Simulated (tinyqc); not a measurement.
# Junction field-effect transistor with two gates, gradual channel with velocity saturation: depletion, velocity and field along the channel

A uniformly doped n-type channel, depleted from both sides by p+ gates; at channel potential V the depleted share of a is u = sqrt((Vbi - Vg + V)/Vp), s at the source. Electrons drift with v = mu E/(1 + mu E/vsat). Abrupt depletion edge, no series resistance, source at 0.

ni = sqrt(Nc Nv) exp(-Eg/(2 Vt)), Eg in volts; Vbi = Vt ln(Na Nd/ni^2); Vp = q Nd a^2/(2 eps0 eps_r); G0 = 2 q mu Nd a W/L; Z = mu Vp/(vsat L); s = sqrt((Vbi - Vg)/Vp). I = (G0 Vp/3) F/(1 + Z (u^2 - s^2)), F = 3 (u^2 - s^2) - 2 (u^3 - s^3), with u at V = Vd; Z = 0 gives constant mobility, for which u stops at 1. At channel potential V: y/L = (G0 Vp/3) F(u)/I - Z V/Vp, v = vsat I Z/(G0 Vp (1 - u)), E = (vsat/mu) w/(1 - w) with w = v/vsat.

Values chosen for this exercise; material values close to those of gallium arsenide:
- T = 300 K (temperature)
- eps_r = 12.8 (relative permittivity of the semiconductor)
- Nc = 4.37e17 cm^-3 (conduction-band density of states at T)
- Eg = 1.4 eV (band gap)
- Nv = 8.97e18 cm^-3 (valence-band density of states at T)
- Nd = 4.4e16 cm^-3 (donor density of the channel)
- a = 260 nm (half the channel thickness)
- mu = 4900 cm^2/(V s) (low-field mobility at this doping)
- vsat = 8.4e6 cm/s (saturation velocity)
- L = 0.3 um (gate length)
- W = 100 um (gate width)
- Na = 1.2e18 cm^-3 (acceptor density of the gates)
- Vg = -0.1 V (gate voltage)
- Vd = 0.15 V (drain voltage)

Constants: q = 1.602176634e-19 C, kB = 1.380649e-23 J/K, Vt = kB T/q, eps0 = 8.8541878128e-14 F/cm where lengths are in cm. Results are converted to the units shown.

Along the channel:
```
V (V)       u    y/L  v (cm/s)  E (kV/cm)
0      0.8127  0.000   5.535e6      3.312
0.025  0.8200  0.237   5.759e6      3.738
0.05   0.8272  0.446   6.000e6      4.285
0.075  0.8344  0.626   6.259e6      5.011
0.1    0.8415  0.779   6.539e6      6.023
0.125  0.8485  0.903   6.843e6      7.532
0.15   0.8555  1.000   7.173e6      10.02
```

What does the comparison show?

From source to drain the open share 1 - u falls from 0.187 to 0.145, so the velocity rises by a factor of 1.30, to 0.854 vsat, and the field by 3.03. Half of Vd drops over the last 37 % of the gate length.

tinyqc, about 0.07 s, one thread, Intel Xeon 2.30GHz (shared host): `OMP_NUM_THREADS=1 python tinyqc.py 2500005 2500006 out.jsonl`
